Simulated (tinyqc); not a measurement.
# Off-state leakage of single and stacked transistors: leakage components against the temperature

n-channel devices of unit width. Subthreshold current I(Vg, Vs, Vd) = I0 (T/300 K)^0.5 exp[(Vg - Vs - VT(T) - gb (Vs - Vb) + dd (Vd - Vs))/(nf Vt)] (1 - exp(-(Vd - Vs)/Vt)), VT(T) = VT - cT (T - 300 K). Gate-edge tunnelling Ig (Vd/1 V) exp(ag (Vd - 1 V)), for a gate at 0 V, and band-to-band leakage Ab u exp(-Bb/u), u = Vd - Vb + 1 V, flow at a drain held at V; both are taken as independent of T. In a stack of off transistors (all gates at 0 V) the same subthreshold current passes through each.

One transistor with Vg = Vs = 0, Vd = V; stack factor I(one)/I(two in series).

Inputs (values chosen for the exercise); values of the order met in bulk silicon logic transistors: supply voltage V = 0.7 V; threshold at 300 K, zero drain and body bias VT = 0.35 V; fall of the threshold with temperature cT = 0.6 mV/K; current at threshold at 300 K I0 = 0.12 uA/um; slope factor nf = 1.46; drain-induced lowering per volt dd = 0.16; rise of the threshold per volt of source-body bias gb = 0.23; gate-edge tunnelling current at 1 V Ig = 0.0003 uA/um; exponential slope of the gate current ag = 3.7 1/V; prefactor of band-to-band leakage at the drain Ab = 4 uA/(um V); its exponential voltage Bb = 24 V; body voltage Vb = 0 V.

Constants: q = 1.602176634e-19 C, kB = 1.380649e-23 J/K, Vt = kB T/q. Results are converted to the units shown.

The same in every row: gate edge (nA/um) = 0.06921; band-to-band (nA/um) = 0.005027.

Result of one run:
```
T (K)	subthreshold (nA/um)	total (nA/um)	stack factor	largest part
350	1.151	1.226	10.59	subthreshold
```

What becomes of these results when the temperature T is changed from 350 to 275 K, all else the same?

Result of the changed run:
```
T (K)	subthreshold (nA/um)	total (nA/um)	stack factor	largest part
275	0.07665	0.1509	19.00	subthreshold
```

The whole series:
```
T (K)	subthreshold (nA/um)	total (nA/um)	stack factor	largest part
250	0.02183	0.09607	25.13	gate edge
275	0.07665	0.1509	19.00	subthreshold
300	0.2191	0.2933	15.10	subthreshold
325	0.5346	0.6088	12.46	subthreshold
350	1.151	1.226	10.59	subthreshold
375	2.244	2.318	9.211	subthreshold
400	4.032	4.107	8.170	subthreshold
425	6.775	6.849	7.359	subthreshold
```

As T goes from 250 to 425, the total leakage rises from 0.0961 to 6.85 nA/um. The gate edge part leads at T = 250, the subthreshold part from 275 on. The subthreshold part doubles every 33.4 K between the last two rows. The reduction by a stack of two falls from 25.1 to 7.36, for the subthreshold part alone. For T = 425 the gate is within about 3 nf Vt of threshold, where the exponential law overstates the current.

Program tinyqc, `OMP_NUM_THREADS=1 python tinyqc.py 2242203 2242204 out.jsonl`; Intel Xeon 2.30GHz, shared host, one thread, about 0.03 s.
